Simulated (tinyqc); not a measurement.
Inside a calculation. Model: growth of a silicide layer between metal and silicon: linear-parabolic kinetics, ramp anneals and Kissinger analysis. Computed by tinyqc, a small Python program that keeps every step. Command: `OMP_NUM_THREADS=1 python tinyqc.py 3010458 3010459 out.jsonl silicide walk`. One thread of a shared host (Intel(R) Xeon(R) Processor @ 2.30GHz), about 0.1 s of CPU time with the checks. Intermediate numbers are printed to about 6 digits and carried at full precision; extremes and crossings named in words are read from the listed rows.

One compound layer of thickness x grows by diffusion through itself and reaction at an interface, dx/dt = 1/(2x/K + 1/v), until the metal is used up at x = a h.

Inputs (values chosen for the exercise, modelled on CoSi):
```
quantity,value,unit
metal thickness h,48,nm
silicide formed per metal thickness a,2.02,-
silicon consumed per metal thickness b,1.82,-
prefactor of the parabolic constant K,1.3e+14,nm^2/s
activation energy E of K,1.9,eV
prefactor of the interface velocity v,8.9e+14,nm/s
activation energy E_v,2.09,eV
temperature T,510,C
time t,110,s
ramp rate beta,1,C/s
silicide resistivity,130,micro-ohm cm
junction depth x_j,47,nm
```

Constants: k_B = 8.617333262e-05 eV/K.

## Final thickness

The silicide ends at the thickness a h.

final thickness = 96.96 nm

## Geometry at full reaction

Silicon consumed b h, sheet resistance rho/(final thickness) with 1 micro-ohm cm/nm = 10 ohm; margin to the junction x_j - b h.

silicon consumed = 87.36 nm

sheet resistance = 13.4076 ohm/square

margin to the junction = -40.36 nm

The silicide would punch through the junction.

## Isothermal growth

K = K0 exp(-E/(k_B T)), v = v0 exp(-E_v/(k_B T)). Temperatures in kelvin are T(C) + 273.15. x^2/K + x/v = t, so x = (K/(2v)) [sqrt(1 + 4 v^2 t/K) - 1], capped at a h; completion time t_c = (a h)^2/K + a h/v, a h being the final thickness; crossover thickness K/v.

K = 77.0795 nm^2/s

v = 31.5999 nm/s

crossover thickness = 2.43924 nm

thickness at time t = 90.8686 nm

completion time = 125.036 s

94 % has reacted. Diffusion makes up 98 % of the completion time.

## Ramp anneal

Ramp from x = 0 at 100 C at the rate beta: dx/dT = (1/beta)/(2x/K + 1/v), integrated adaptively (tolerance 1e-9) until x = a h at T_f.

completion temperature T_f = 553.050 C

## Kissinger analysis

Plot ln(beta/T_f^2) against 1/(k_B T_f), T_f in kelvin; minus the least-squares slope estimates the activation energy.

Ramps:
```
beta (C/s),T_f (C),1/(k_B T_f) (1/eV),ln(beta/T_f^2)
0.03,462.799,15.7681,-16.7089
0.1,491.538,15.1755,-15.5815
0.3,519.735,14.6358,-14.5553
1,553.050,14.0457,-13.4337
3,585.908,13.5084,-12.4131
10,624.949,12.9212,-11.2980
30,663.689,12.3869,-10.2838
```

Kissinger energy = 1.90021 eV

A thousandfold faster ramp raises the completion temperature by only 201 C. The fit gives 1.900 eV, against E = 1.9 eV for diffusion and E_v = 2.09 eV for the interface: diffusion controls. Caution: nucleation and competing phases are left out; disilicides such as CoSi2 and the low-resistance form of TiSi2 start by nucleation and follow this law at best in part.

Checks made by the program: isothermal closed form against integration (relative difference below 1e-10).
